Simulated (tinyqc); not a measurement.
Inputs raised by 2 %, one at a time: equation-of-state fits to an energy-volume table made by a known binding curve. Computed by tinyqc, a small Python program. Command: `OMP_NUM_THREADS=1 python tinyqc.py 3021161 3021162 out.jsonl eosfit sens`. One thread of a shared host (Intel(R) Xeon(R) Processor @ 2.30GHz), about 0.06 s of CPU time with the checks.

With x = (V/V_0)^(1/3), the energy per atom is E = -D [1 + eta (x - 1)] exp(-eta (x - 1)), so that B0 = D eta^2/(9 V_0) and B' = 1 + 2 eta/3. B' = dB/dP at P = 0.

Inputs (values chosen for the exercise, for a model crystal): cohesive energy D = 1.47 eV/atom; true volume V_0 = 37.7 angstrom^3/atom; stiffness eta = 4.2; half-width of the volume window w = 0.02; shift of the window centre s = -0.005; points N = 7; compression V/V_0 for the pressure test = 0.9.

Binding curve: universal binding. Noise: none.

Constants: 1 eV/angstrom^3 = 160.2176634 GPa.

Method:
- B0 and B' from the formulas above; P = -dE/dV at V = c V_0 (c the compression chosen), from the curve itself.
- Table: V_j = V_0 [1 + s + w (2 j/(N - 1) - 1)], j = 0..N-1, rounded to 0.001; E_j from the curve, rounded to 1e-7 eV.
- Third-order Birch-Murnaghan is a cubic in u = V^(-2/3): fit it by linear least squares, find the minimum, and take B0 = V E''(V), B' = -1 - V E'''/E'' there.
- Errors are fitted minus exact, relative; the pressure at c V_0 uses P = (3 B0/2) (x^7 - x^5) [1 + (3/4)(B' - 4)(x^2 - 1)], x = (V0/V)^(1/3) with the fitted values.

Runs:
```
input moved                              from      to  exact B0 (GPa)  exact pressure at c V_0 (GPa)  fitted B0 (GPa)  fitted pressure at c V_0 (GPa)
base run                                    -       -           12.24                          1.572            12.24                           1.576
cohesive energy D (eV/atom)              1.47  1.4994           12.49                          1.604            12.49                           1.608
true volume V_0 (angstrom^3/atom)        37.7  38.454           12.00                          1.541            12.00                           1.545
stiffness eta                             4.2   4.284           12.74                          1.640            12.74                           1.644
half-width of the volume window w        0.02  0.0204           12.24                          1.572            12.24                           1.575
compression V/V_0 for the pressure test   0.9   0.918           12.24                          1.230            12.24                           1.233
```

Exponents ln(y'/y) / ln(x'/x):
```
input                                    exact B0  exact pressure at c V_0  fitted B0  fitted pressure at c V_0
cohesive energy D                               1                    1.000      1.003                     1.004
true volume V_0                                -1                   -1.000     -1.000                    -1.007
stiffness eta                                   2                    2.146      1.997                     2.147
half-width of the volume window w               0                    0.000      0.001                    -0.031
compression V/V_0 for the pressure test         0                  -12.371      0.000                   -12.412
```

Among the inputs moved here: exact B0 answers most in size to stiffness eta (exponent +2.000), next to cohesive energy D (+1.000); its exponent is below 0.0005 for half-width of the volume window w, compression V/V_0 for the pressure test. Its exponent +1.000 in cohesive energy D: B0 scales with the binding energy. Its exponent -1.000 in true volume V_0: B0 is an energy per volume. Exact pressure at c V_0 answers most in size to compression V/V_0 for the pressure test (exponent -12.371), next to stiffness eta (+2.146); its exponent is below 0.0005 for half-width of the volume window w. Fitted B0 answers most in size to stiffness eta (exponent +1.997), next to cohesive energy D (+1.003); its exponent is below 0.0005 for compression V/V_0 for the pressure test. Fitted pressure at c V_0 answers most in size to compression V/V_0 for the pressure test (exponent -12.412), next to stiffness eta (+2.147).
